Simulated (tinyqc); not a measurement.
Quantum limit of the contact resistance of a two-dimensional channel: one step of the calculation.

Parabolic band with gv valleys, C = hbar^2/(2 m0), eta = (EF - Ec)/(kB T). Landauer picture: each mode conducts 2 q^2/h, and the contacts and the channel add incoherently in series, 1/Tt - 1 = 2 (1/tc - 1) + L/lam for the total transmission Tt.

Problem. Fermi level and modes. n = N ln(1 + exp(eta)), N = gv m kB T/(2 pi C); modes per width M = gv sqrt(m kB T/C) Fm(eta)/(2 sqrt(pi)), Fm(x) = (1/sqrt(pi)) int_0^infinity u^(-1/2)/(1 + exp(u - x)) du; at zero temperature M0 = gv kF/pi, kF = sqrt(2 pi n/gv). kB T in eV.

Values chosen for this exercise:
```
symbol   value   unit          meaning
T          300      K      temperature
m         0.46     m0             mass
gv           3                 valleys
n       1.2e13  cm^-2  carrier density
```

Constants: q = 1.602176634e-19 C, kB = 1.380649e-23 J/K, hbar = 1.054571817e-34 J s, m0 = 9.1093837015e-31 kg, Vt = kB T/q, hbar^2/(2 m0) = 0.0380998212 eV nm^2. Results are converted to the units shown.

Wanted: N; eta; M; M0.

Solution.

N = 1.4903e13 cm^-2
eta = 0.21283
M = 325.45 1/um
M0 = 478.73 1/um

The zero-temperature count is 47 % above the thermal one.

tinyqc, about 0.01 s, one thread, Intel Xeon 2.30GHz (shared host): `OMP_NUM_THREADS=1 python tinyqc.py 2760004 2760005 out.jsonl`
